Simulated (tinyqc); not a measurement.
Hot carriers by balance equations with a heated Maxwellian: one step, computed by the program tinyqc.

The carriers follow a Maxwellian at an electron temperature T_e, slightly displaced; the drift energy is neglected against k_B T_e. The balance averages the rate, not the time, so mu_0 lies below the relaxation-time value.

Problem. Equilibrium values. Parabolic band: E = hbar^2 k^2/(2 m), speed v = hbar k/m, states per spin, volume and energy g(E) = m k/(2 pi^2 hbar^2). Masses are multiplied by m_0 and all formulas are in SI units. Phonon occupation N_q = 1/(exp(hbar w/(k_B T)) - 1). Acoustic deformation potential (elastic, equipartition, absorption and emission together): 1/tau = 2 pi k_B T D_A^2 g(E)/(hbar rho v_l^2). Optical or intervalley deformation potential: 1/tau = (pi Z_f D_o^2/(rho w)) [N_q g(E + hbar w) + (N_q + 1) g(E - hbar w)], with g = 0 below the band edge. Averages over the Maxwellian, <y> = int y x^(1/2) exp(-x) dx / int x^(1/2) exp(-x) dx with x = E/(k_B T_e), split at x_0 = hbar w/(k_B T_e): 64 Gauss-Legendre points in sqrt(x) below it and 128 in sqrt(x - x_0) above it, up to x = 32. Momentum balance: mu(T_e) = e/(m nu), nu = <x (sum of rates)>/<x>. Power lost per carrier: P(T_e) = hbar w <emission rate - absorption rate> + <(2 m v_l^2/(k_B T)) (E - 2 k_B T) acoustic rate>. Energy relaxation time at weak heating: tau_E = (3/2) k_B / (dP/dT_e), the derivative by a central difference of +/- 0.5 K at T_e = T.

Inputs (values chosen for the exercise, modelled on holes in silicon): effective mass m = 0.505 m_0; density rho = 2329 kg/m^3; sound velocity v_l = 9300 m/s; acoustic deformation potential D_A = 5.8 eV; phonon energy hbar w = 61.9 meV; optical or intervalley deformation potential D_o = 8.8 1e8 eV/cm; final valleys Z_f = 1; lattice temperature T = 500 K.

Band: parabolic. Solver: Newton.

Constants: k_B = 8.617333262e-05 eV/K; k_B = 1.380649e-23 J/K; e = 1.602176634e-19 C; hbar = 1.054571817e-34 J s; m_0 = 9.1093837015e-31 kg; hbar = 6.582119569e-16 eV s.

Give: low-field mobility mu_0; energy relaxation time tau_E.

Solution.

low-field mobility mu_0 = 291.3 cm^2/(V s)

energy relaxation time tau_E = 0.3024 ps

tau_E is 3.61 times the momentum relaxation time m mu_0/e: energy is lost more slowly than direction, which is why carriers heat.
